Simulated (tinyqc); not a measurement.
Inside a calculation. Model: threshold of a short bulk MOSFET: charge sharing, barrier lowering, narrow width.

Program tinyqc, `OMP_NUM_THREADS=1 python tinyqc.py 2002089 2002090 out.jsonl`; Intel Xeon 2.30GHz, shared host, one thread, about 0.01 s. Printed values are rounded.

n-channel device on a p-type body, depletion approximation, full ionisation. Uniform doping N = Na. Vbi from Boltzmann statistics is rough for the degenerate source. Cox = eps0 eox/tox.

Inputs (values chosen for the exercise); band and dielectric values close to those of silicon:

| symbol | value | unit | meaning |
|---|---|---|---|
| T | 300 | K | temperature |
| Eg | 1.13 | eV | band gap |
| eps_r | 11.5 |  | relative permittivity |
| Nc | 2.77e19 | cm^-3 | conduction-band density of states at T |
| Nv | 2.64e19 | cm^-3 | valence-band density of states at T |
| eox | 3.9 |  | relative permittivity of the gate insulator (close to silicon dioxide) |
| tox | 3.2 | nm | insulator thickness |
| Na | 6.4e17 | cm^-3 | channel doping |
| Nsd | 1e20 | cm^-3 | source and drain doping |
| Vfb | -0.81 | V | flat-band voltage for the doping Na |
| xj | 110 | nm | junction depth |
| Vbs | 0 | V | body-source voltage |
| Vds | 0.5 | V | drain-source voltage |
| W | 330 | nm | gate width |
| xw | 0.7854 |  | shape factor of the fringing depletion at the width edges |
| L | 240 | nm | channel length |

Constants: q = 1.602176634e-19 C, kB = 1.380649e-23 J/K, Vt = kB T/q, eps0 = 8.8541878128e-14 F/cm where lengths are in cm. Results are converted to the units shown.

## Long-channel threshold and scales

ni = sqrt(Nc Nv) exp(-Eg/(2 Vt)), Eg in volts; 2 pB = 2 Vt ln(N/ni); flat band Vfb - Vt ln(N/Na); Wd = sqrt(2 eps0 eps_r (2 pB - Vbs)/(q N)); body term q N Wd/Cox; long-channel VT0 = flat band + 2 pB + body term; Vbi = Vt ln(N Nsd/ni^2); scale length l = sqrt((eps_r/eox) tox Wd).

N = 6.4e17 cm^-3
2 pB = 0.9364365 V
flat band = -0.81 V
Wd = 43.12531 nm
body term = 0.4097880 V
VT0 = 0.5362245 V
Vbi = 1.067027 V
l = 20.17241 nm

## Short-channel and narrow-width shifts

Charge sharing (trapezoid; it ignores Vds): F = (xj/L)(sqrt(1 + 2 Wd/xj) - 1), lowering = body term times F. Barrier lowering: th = exp(-L/(2 l)) + 2 exp(-L/l), lowering = th [2 (Vbi - 2 pB) + Vds], DIBL = th. Narrow width: rise = body term times xw Wd/W. VT by each model = VT0 - lowering + rise.

F = 0.1538629
lowering by charge sharing = 63.05116 mV
th = 0.002622794
lowering of the barrier = 1.996420 mV
DIBL = 2.622794 mV/V
narrow-width rise = 42.05993 mV
VT, charge sharing = 0.5152333 V
VT, barrier lowering = 0.5762880 V

L is 11.9 scale lengths. The charge-sharing lowering is 31.6 times the barrier lowering; the first falls off as 1/L and the second exponentially. Both describe the same loss of gate control, so they are alternatives and are not added.
